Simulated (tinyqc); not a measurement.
Two-valley model of the transferred-electron effect: one step, computed by the program tinyqc. Command: `OMP_NUM_THREADS=1 python tinyqc.py 3006663 3006664 out.jsonl gunn walk`. One thread of a shared host (Intel(R) Xeon(R) Processor @ 2.30GHz), about 0.01 s of CPU time with the checks.

Both kinds of valley share one electron temperature T_e, and each has a constant mobility.

Task: Does a domain form? Space charge grows at the rate n e |mu_d|/(eps eps_0) during the transit time L/v, with v the valley velocity; Kroemer's criterion asks n L > eps eps_0 v/(e |mu_d|). Transit frequency v/L.

Inputs (values chosen for the exercise, modelled on GaN):
```
quantity                 value        unit
lattice temperature T      100           K
doping n               1.4e+15      1/cm^3
device length L            1.4  micrometre
permittivity eps           9.7           -
```

Solver: bisection.

valley velocity = 5.305879 1e7 cm/s

most negative differential mobility = -100.6782 cm^2/(V s)

Constants: eps_0 = 8.8541878128e-12 F/m; e = 1.602176634e-19 C.

Give: critical n L; n L of the device; transit frequency.

Result:

critical n L = 2.825e+12 1/cm^2

n L of the device = 1.96e+11 1/cm^2

transit frequency = 379.0 GHz

n L is 0.0694 times the critical product: the field profile stays stable. Caution: T_e at the threshold exceeds 3000 K, outside the range of a Maxwellian in parabolic valleys.
